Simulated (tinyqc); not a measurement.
Resonant-tunnelling diode, transfer matrices and Tsu-Esaki current: one step of the calculation.

Emitter (band edge 0), barrier d1, well Lw, barrier d2, spacer ds, collector (edge -V). The bias drops linearly over these layers and none in the contacts; each layer is cut into ns equal slices, flat at the value of their centres. E is the energy of motion across the layers, C = hbar^2/(2 m0), psi and psi'/m are continuous. Transport is coherent, T(E) is taken as independent of the transverse momentum, and charge in the well is ignored.

Question. Running product of the slice matrices at the trial energy. For the pair (psi, psi'/m) a flat layer has M = [[cos kd, (m/k) sin kd], [-(k/m) sin kd, cos kd]] with k = sqrt(m (E - U)/C) above its edge U, and M = [[cosh Kd, (m/K) sinh Kd], [(K/m) sinh Kd, cosh Kd]] with K = sqrt(m (U - E)/C) below it. Later slices stand to the left. With M acting on (psi, psi'/m) and v = k/m in each lead, T(E) = 4 vL vR/[(vL vR M12 - M21)^2 + (vR M11 + vL M22)^2]. vL = sqrt(mw E/C)/mw, vR = sqrt(mw (E + V)/C)/mw.

Parameters, values chosen for the exercise; masses and offsets of a made-up heterostructure: mass in the well, spacer and contacts mw = 0.26 m0; slices in each layer ns = 1; bias of the collector V = 0.39 V; trial energy E = 0.08364 eV.

Constants: q = 1.602176634e-19 C, hbar = 1.054571817e-34 J s, m0 = 9.1093837015e-31 kg, hbar^2/(2 m0) = 0.0380998212 eV nm^2. Results are converted to the units shown.

```
slice,U (eV),m (m0),width (nm)
0,0.97863014,0.51,0.8
1,-0.09082192,0.26,1.8
2,0.83972603,0.51,0.8
3,-0.28582192,0.26,3.9
```

Give: Product after each layer; T(E).

Answer.

Product after each layer:
```
,M11,M12 (nm),M21 (1/nm),M22
barrier d1,8.003,1.170,53.89,8.003
well,8.794,1.313,-51.67,-7.601
barrier d2,3.925,0.7015,16.12,3.137
spacer,3.670,0.6522,18.23,3.511
```

T(E) = 0.06219

Program tinyqc, `OMP_NUM_THREADS=1 python tinyqc.py 2600115 2600116 out.jsonl`; Intel Xeon 2.30GHz, shared host, one thread, about 0.2 s.
